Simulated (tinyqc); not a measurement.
Inside a calculation. Model: a chain with a side-coupled site and dephasing by Buettiker voltage probes.

Computed by the program tinyqc: `OMP_NUM_THREADS=1 python tinyqc.py 2700016 2700017 out.jsonl`, one thread of a shared Intel Xeon 2.30GHz, about 0.01 s for the whole run. Printed values are rounded.

Sites 1 to 4 form a chain with hopping -t, and site 5 hangs on site 4 by -ts. Lead L joins site 1 and lead R site 4, both semi-infinite chains with hopping -t and site energy 0. Every site carries a probe with self-energy -i Gamma_p/2 that draws no net current. Linear response at zero temperature: mu_L = 1, mu_R = 0 in units of the bias.

Values chosen for this exercise:

| symbol | value | unit | meaning |
|---|---|---|---|
| t | 0.6 | eV | hopping (matrix element -t) |
| U | [0, 0, 0, 0, 0.27] | eV | site energies 1 to N |
| E | 0.27 | eV | Fermi energy |
| gp | 0.56 | eV | probe broadening Gamma_p |
| ts | 0.23 | eV | hopping from site 4 to the side site 5 |

Constants: q = 1.602176634e-19 C, h = 6.62607015e-34 J s. Results are converted to the units shown.

## Green function

Sigma = t^2 g(E), g(x) = (x - i sqrt(4 t^2 - x^2))/(2 t^2) for |x| < 2 t and (x - sign(x) sqrt(x^2 - 4 t^2))/(2 t^2) otherwise; Gamma = -2 Im Sigma; G = (E - H - Sigma_L - Sigma_R + i Gamma_p/2)^(-1).

Sigma = 0.135000-0.584615i eV
Gamma = 1.16923 eV

G (1/eV):
```
                   1                  2                  3                  4
1   0.05168-0.75801i   0.56273+0.09608i  -0.26007+0.45217i  -0.23468-0.17819i
2   0.56273+0.09608i   0.01184-0.83252i   0.71010+0.27303i  -0.20397+0.37827i
3  -0.26007+0.45217i   0.71010+0.27303i   0.06794-0.90642i   0.50299+0.10315i
4  -0.23468-0.17819i  -0.20397+0.37827i   0.50299+0.10315i   0.02575-0.65942i
5   0.14637-0.19277i  -0.31072-0.16754i  -0.08473+0.41317i   0.54167+0.02116i

                   5
1   0.14637-0.19277i
2  -0.31072-0.16754i
3  -0.08473+0.41317i
4   0.54167+0.02116i
5  -0.01738-3.12649i
```

## Transmissions between terminals

With Gamma the broadening by one lead, T_RL = Gamma^2 |G_(4,1)|^2, T_pL = Gamma Gamma_p |G_(p,1)|^2, T_pR = Gamma Gamma_p |G_(p,4)|^2, T_pq = Gamma_p^2 |G_(p,q)|^2 for p != q.

T_RL = 0.118699

```
probe      T_pL      T_pR
1      0.377965  0.056850
2      0.213384  0.120931
3      0.178160  0.172624
4      0.056850  0.285150
5      0.038360  0.192404
```

T_pq:
```
          1         2         3         4         5
1  0.000000  0.102200  0.085329  0.027228  0.018372
2  0.102200  0.000000  0.181510  0.057920  0.039081
3  0.085329  0.181510  0.000000  0.082678  0.055787
4  0.027228  0.057920  0.082678  0.000000  0.092151
5  0.018372  0.039081  0.055787  0.092151  0.000000
```

## Probe potentials and effective transmission

No current into probe p: W mu = T_pL with W_pp = T_pL + T_pR + sum_q T_pq and W_pq = -T_pq. Then T_eff = T_RL + sum_p T_pR mu_p, and the resistance is (h/2q^2)/T_eff.

W:
```
           1          2          3          4          5
1   0.667945  -0.102200  -0.085329  -0.027228  -0.018372
2  -0.102200   0.715026  -0.181510  -0.057920  -0.039081
3  -0.085329  -0.181510   0.756088  -0.082678  -0.055787
4  -0.027228  -0.057920  -0.082678   0.601978  -0.092151
5  -0.018372  -0.039081  -0.055787  -0.092151   0.436154
```

mu_p, probe 1 to 5: 0.739620  0.574689  0.511881  0.299310  0.299310
T_eff = 0.461544
resistance = 27.9635 kohm

Without probes the transmission is 0. With them, 25.7 % of the current crosses without entering a probe.

## Current at both leads

In units of (2 q^2/h) times the bias, T_RL + sum_p T_pL (1 - mu_p) leaves L and T_RL + sum_p T_pR mu_p enters R.

current leaving L = 0.461544
current entering R = 0.461544

The two are equal: the probes conserve the current.
